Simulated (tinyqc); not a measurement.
Character of the line: straight dislocations in isotropic elasticity: fields, energies, partials, Peierls stress and walls. Computed by tinyqc, a small Python program. Command: `OMP_NUM_THREADS=1 python tinyqc.py 3006184 3006185 out.jsonl disloc walk`. One thread of a shared host (Intel(R) Xeon(R) Processor @ 2.30GHz), about 0.01 s of CPU time with the checks.

The line runs along z, the glide plane is y = 0, and beta is the angle between b and the line (0 screw, 90 degrees edge): b_e = b sin(beta) along +x with the extra half plane at y > 0, b_s = b cos(beta). Stress is positive in tension.

Inputs (values chosen for the exercise, for a model fcc or diamond crystal): shear modulus G = 52.7 GPa; Poisson ratio nu = 0.234; Burgers vector b = 3.981 angstrom; stacking-fault energy gamma = 59.6 mJ/m^2; dislocation density rho = 2.5e+09 1/m^2; core radius r0/b = 1.5.

Character: 30-degree.

Constants: 1 eV/angstrom^3 = 160.2176634 GPa.

Method:
- Energy factor K = G [cos^2(beta) + sin^2(beta)/(1 - nu)].
- E = K b^2/(4 pi) ln(R/r0) with R = 1/(2 sqrt(rho)); tension T = E + d^2E/d(beta)^2 = G b^2 [1 + nu - 3 nu sin^2(beta)]/(4 pi (1 - nu)) ln(R/r0). The core energy is taken into r0.
- Shockley partials have b_p = b/sqrt(3) at the angles beta -/+ 30 degrees; their repulsion balances the fault at d = G b_p^2/(8 pi gamma) (2 - nu)/(1 - nu) [1 - 2 nu cos(2 beta)/(2 - nu)].
- E = K b^2/(4 pi) ln(R/r0); T = G b^2 [1 + nu - 3 nu sin^2(beta)]/(4 pi (1 - nu)) ln(R/r0).

ln(R/r0) = 9.72593

From screw to edge:
```
beta (degrees)  K (GPa)  E (eV/nm)  T (eV/nm)  d (nm)
0                52.700     40.346     64.997  3.1494
15               53.778     41.172     62.520  3.3016
30               56.725     43.428     55.753  3.7172
45               60.749     46.509     46.509  4.2850
60               64.774     49.590     37.265  4.8528
75               67.721     51.846     30.498  5.2684
90               68.799     52.672     28.021  5.4205
```

What follows from these numbers?

The edge costs 1/(1 - nu) = 1.305 times the screw in energy, yet its tension is only (1 - 2 nu)/(1 + nu) = 0.431 of the screw value, so loops under stress are elongated along b. The edge splits 1.72 times as widely, (2 + nu)/(2 - 3 nu), since there the larger, edge parts of the partials repel with the factor 1/(1 - nu) and the small screw parts attract, while in the screw the roles are exchanged.
